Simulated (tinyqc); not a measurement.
# Finnis-Sinclair potential for a bcc metal: fit to cohesion and elasticity, then vacancy, surfaces and structure, step by step

A worked calculation. Computed by tinyqc, a small Python program that keeps every step. Command: `OMP_NUM_THREADS=1 python tinyqc.py 3112224 3112225 out.jsonl fsfit walk`. One thread of a shared host (Intel(R) Xeon(R) Processor @ 2.30GHz), about 0.01 s of CPU time with the checks. Intermediate numbers are printed to about 7 digits and carried at full precision; extremes and crossings named in words are read from the listed rows.

E = (1/2) sum V(r) - A sqrt(rho), rho = sum phi(r), phi = (r - d)^2 for r < d, V = (r - c)^2 (c0 + c1 r + c2 r^2) for r < c. In bcc the 8 first neighbours lie at sqrt(3) a/2 and the 6 second at a; both cut-offs lie below the third shell; Omega = a^3/2; E is per atom and z the number of atoms in a shell. The four constants A, c0, c1, c2 are fitted to E_c, zero pressure, B and C12 - C44 alone, so C44 and C11 - C12 are not matched singly; defects are unrelaxed.

Inputs (values chosen for the exercise, modelled on niobium):

| quantity | value | unit |
|---|---|---|
| lattice constant a | 3.3 | angstrom |
| cohesive energy E_c | 7.68 | eV |
| target C11 | 251 | GPa |
| target C12 | 138 | GPa |
| target C44 | 28.5 | GPa |
| density cut-off d/a | 1.186 | - |
| pair cut-off c/a | 1.279 | - |

Constants: 1 eV/angstrom^3 = 160.2176634 GPa; 1 eV/angstrom^2 = 16.02176634 J/m^2.

## Density sums and the constant A

rho = sum z phi, rho1 = sum z r phi', rho2 = sum z r^2 phi''. At zero pressure the effective pair part V + 2 F' phi obeys C12 = C44, so C12 - C44 = F'' (rho1/3)^2/Omega with F'' = A/(4 rho^(3/2)); this gives A.

rho = 11.18017 angstrom^2

rho1 = -72.58945 angstrom^2

rho2 = 261.36 angstrom^2

A = 3.136490 eV/angstrom

## Three linear equations for c0, c1, c2

With v_k = (r - c)^2 r^k the rows are (1/2) sum z v_k, (1/2) sum z r v_k' and (1/2) sum z r^2 v_k''. With rho1 = sum z r phi' and rho2 = sum z r^2 phi'' the right-hand sides are: -E_c + A sqrt(rho) (cohesion); A rho1/(2 sqrt(rho)) (zero pressure); 9 B Omega + A [rho2/(2 sqrt(rho)) - rho1^2/(4 rho^(3/2))] with B = (C11 + 2 C12)/3.

matrix:
```
                    c0         c1         c2
cohesion        9.9721    29.6235    88.3709
pressure      -49.3880  -119.5814  -276.2656
bulk modulus  130.6800   103.9462  -390.0710
```

right-hand side (eV): 2.8074  -34.0458  189.3682

## Solution

Solve the three equations.

c0, c1, c2 (eV/angstrom^2, eV/angstrom^3, eV/angstrom^4): -1.118134  1.691889  -0.409209

## Elastic constants of the fitted potential

Second differences of E with strains of 1e-4: e_xx gives C11, (e_xx, e_yy) = (1, -1) gives 2 (C11 - C12), an engineering shear gives C44. B and C12 - C44 are fitted; the one combination left tests the choice of d.

C11 = 245.4803 GPa

C12 = 140.7598 GPa

C44 = 31.25983 GPa

error of C44 = 9.683627 %

error of C' = (C11 - C12)/2 = -7.327019 %

C44 comes out high and C' low: with B and C12 - C44 fixed, C44 + 2 C'/3 is fixed too, so the two errors have opposite signs.

## Unrelaxed vacancy

E_v = -A sum_shells z [sqrt(rho - phi(r)) - sqrt(rho)] - (1/2) sum z V(r): the neighbours lose one bond each, and the atom is put back in the bulk.

V at the two shells (eV): 0.6962462  0.0074744

phi at the two shells (angstrom^2): 1.114959  0.376750

vacancy energy E_v = 2.555232 eV

E_v/E_c = 0.3327125

A pair potential would give E_v = E_c; the square root lowers the ratio to 0.33.

## Unrelaxed surfaces

An atom in layer i below the surface keeps only neighbours no higher than the top layer; gamma = sum_i (E_i + E_c)/(area per surface atom), with layer spacings a/2, a/sqrt2 and areas a^2, a^2/sqrt2 for (100) and (110).

Excess energy by layer (eV):

| face | layer 1 | layer 2 | layer 3 |
|---|---|---|---|
| (100) | 1.191464 | 0.17448 | 0 |
| (110) | 0.803925 | 0.00000 | 0 |

gamma(100) = 2.009627 J/m^2

gamma(110) = 1.672681 J/m^2

gamma(100)/gamma(110) = 1.20.

## bcc against fcc

E of each lattice against the volume per atom, as a multiple of Omega; all neighbours inside the cut-offs are summed.

Energies (eV/atom):

| V/Omega | bcc | fcc | fcc less bcc (meV) |
|---|---|---|---|
| 0.80 | -7.231278 | -7.120492 | 110.7862 |
| 0.84 | -7.399895 | -7.237960 | 161.9349 |
| 0.88 | -7.526412 | -7.327730 | 198.6822 |
| 0.92 | -7.613493 | -7.389759 | 223.7342 |
| 0.96 | -7.663808 | -7.430260 | 233.5484 |
| 1.00 | -7.680000 | -7.455015 | 224.9854 |
| 1.05 | -7.656204 | -7.471869 | 184.3345 |
| 1.10 | -7.588086 | -7.461155 | 126.9311 |
| 1.20 | -7.337868 | -7.327300 | 10.5678 |

The lowest fcc row, at V/Omega = 1.05, lies +208 meV from the bcc minimum: the fit keeps bcc stable, though nothing in it asked for that.

Checks made by the program: B and C12 - C44 recovered (relative difference 8e-08).
